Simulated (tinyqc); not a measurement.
Changing the anneal time t: grain growth, pinning, strength and diffusional creep of a polycrystal or thin film. Computed by tinyqc, a small Python program. Command: `OMP_NUM_THREADS=1 python tinyqc.py 3013915 3013916 out.jsonl grain sweep`. One thread of a shared host (Intel(R) Xeon(R) Processor @ 2.30GHz), about 0.01 s of CPU time with the checks.

One mean grain size d describes the structure.

Inputs (values chosen for the exercise, modelled on tungsten): shear modulus G = 167 GPa; Burgers vector b = 2.741 angstrom; boundary energy gamma = 1.2 J/m^2; mobility prefactor M0 = 1.1e-06 m^4/(J s); activation energy of boundary motion Q_m = 4.68 eV; anneal temperature T = 2825 K; initial grain size d0 = 200 nm; particle volume fraction f = 0.0017; particle radius r = 6.7 nm; friction stress sigma_0 = 600 MPa; Hall-Petch slope k_y = 0.89 MPa m^0.5.

Sample: bulk.

Constants: k_B = 8.617333262e-05 eV/K.

Method:
- M = M0 exp(-Q_m/(k_B T)). The driving pressure is 2 gamma/d. Zener pinning pressure 3 f gamma/(2 r) stops growth at d_Z = 4 r/(3 f). The limit is d_lim = d_Z.
- dd/dt = 2 M gamma (1/d - 1/d_lim) integrates to 2 M gamma t = d_lim (d0 - d) + d_lim^2 ln[(d_lim - d0)/(d_lim - d)]; without pinning d^2 = d0^2 + 4 M gamma t.
- Hall-Petch term k_y/sqrt(d). Orowan term 3.06 x 0.4 G b ln(2 rbar/b)/(pi lambda sqrt(1 - nu)) with nu = 1/3, rbar = sqrt(2/3) r, lambda = rbar (sqrt(pi/f) - 2). The terms are added to sigma_0.

One run for each value:
```
anneal time t (s)  size without pinning (nm)  grain size d (nm)  Hall-Petch term (MPa)
0.2                                      211                211                   1937
0.85                                     245                243                   1804
3.5                                      350                344                   1517
15                                       628                604                   1145
61                                      1217               1126                    839
1100                                    5103               3603                    469
4400                                   10200               4943                    400
18000                                  20627               5254                    388
```

Give the missing row, anneal time t (s) = 250.

Computed row:
```
anneal time t (s)  size without pinning (nm)  grain size d (nm)  Hall-Petch term (MPa)
250                                     2439               2077                    618
```

Interpolating between the two neighbouring rows (the first column on a logarithmic scale, the others too where they are positive) misses most in grain size d (nm), by 4.4 %. Over the rows, size without pinning (nm) rises from 211 to 20600 (exponent d ln y / d ln x 0.10 between the first rows and 0.50 between the last); grain size d (nm) rises from 211 to 5250 (exponent d ln y / d ln x 0.099 between the first rows and 0.043 between the last); Hall-Petch term (MPa) falls from 1940 to 388 (exponent d ln y / d ln x -0.049 between the first rows and -0.022 between the last). At the high end the exponent of size without pinning is 0.50, close to 0.50: parabolic growth.
